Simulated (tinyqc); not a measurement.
# Elastic trap-assisted tunnelling through a dielectric: what changes with what

Emitter at x = 0 (Fermi level 0), collector at x = t (Fermi level -V), band edge U(x) = phi - F x, F = V/t. A trap at x has the energy E = U(x) - Et. With G(u) = (4/(3 F)) sqrt(mo/C) max(u, 0)^1.5, C = hbar^2/(2 m0): S1 = G(phi - E) - G(Et), S2 = G(Et) - G(phi - V - E), T1,2 = exp(-S1,2). The steady rate through one trap is nu T1 T2 (f1 - f2)/(T1 + T2), f1 = f(E), f2 = f(E + V), f(y) = 1/(1 + exp(y/Vt)); both contacts offer states at E.

Values chosen for this exercise; dielectric values close to those of hafnium oxide:
```
symbol,value,unit,meaning
T,350,K,temperature
phi,1.49,eV,barrier above the emitter Fermi level
mo,0.2,m0,tunnelling mass
t,4.8,nm,thickness
Et,1.16,eV,trap depth below the band edge of the dielectric
Nt,7.2e17,cm^-3,trap density
nu,1e14,1/s,attempt frequency
V,1.15,V,voltage
```

Constants: q = 1.602176634e-19 C, kB = 1.380649e-23 J/K, hbar = 1.054571817e-34 J s, m0 = 9.1093837015e-31 kg, Vt = kB T/q, hbar^2/(2 m0) = 0.0380998212 eV nm^2. Results are converted to the units shown.

Each table varies one quantity; the others keep the values above.

## Current against voltage

J = q Nt times the integral of the rate over x. Direct S = (4/(3 F)) sqrt(mo/C) [phi^1.5 - max(phi - V, 0)^1.5].

Current against voltage:

| V (V) | J (A/cm^2) | x of the peak over t | larger S there | direct S |
|---|---|---|---|---|
| 0.3 | 0.00694 | 0.499 | 12.2 | 25.4 |
| 0.6 | 0.568 | 0.491 | 12.4 | 23.9 |
| 0.9 | 3.03 | 0.445 | 11.6 | 22.2 |
| 1.19 | 5.31 | 0.417 | 11.5 | 20.4 |
| 1.49 | 10.5 | 0.384 | 11.1 | 17.9 |
| 1.79 | 39.2 | 0.257 | 10.2 | 14.9 |
| 2.09 | 145 | 0.217 | 8.77 | 12.8 |
| 2.38 | 370 | 0.188 | 7.70 | 11.2 |
| 2.68 | 778 | 0.166 | 6.84 | 9.95 |
| 2.98 | 1.40e3 | 0.148 | 6.15 | 8.95 |

Read the table: what changes, and by how much?

J rises from 0.00694 to 1400 A/cm^2, by 6.38 decades a volt between the first two rows and 0.846 between the last two. The position of the peak falls from 0.499 to 0.148 of t; only traps beyond x/t = (phi - Et)/V lie below the emitter Fermi level, with phi - Et = 0.330 eV. It jumps from 0.384 to 0.257 between V = 1.49 and 1.79 V.

## Effect of the trap depth

Same model as above.

The same in every row: direct S = 20.7.

Effect of the trap depth:

| Et (eV) | J (A/cm^2) | x of the peak over t | larger S there |
|---|---|---|---|
| 0.67 | 0.0488 | 0.691 | 15.6 |
| 0.79 | 0.328 | 0.587 | 13.7 |
| 0.91 | 2.05 | 0.488 | 11.7 |
| 1.03 | 6.05 | 0.430 | 10.7 |
| 1.15 | 5.17 | 0.420 | 11.4 |
| 1.28 | 2.55 | 0.429 | 12.2 |
| 1.4 | 1.27 | 0.437 | 12.8 |
| 1.52 | 0.655 | 0.443 | 13.4 |
| 1.64 | 0.351 | 0.448 | 13.9 |

What does the comparison show?

J goes from 0.0488 through a maximum of 6.05 (at Et = 1.03 eV among the rows listed) to 0.351 A/cm^2. Shallow traps near the emitter lie above its Fermi level and stay empty, while deep traps face higher barriers, so a middle depth conducts best.

Range of the model: Phonon-assisted (inelastic) capture, chains of traps and a spread of trap depths are left out.

Numbers from tinyqc (`OMP_NUM_THREADS=1 python tinyqc.py 2370154 2370155 out.jsonl`; about 0.05 s on one thread of a shared Intel Xeon 2.30GHz).
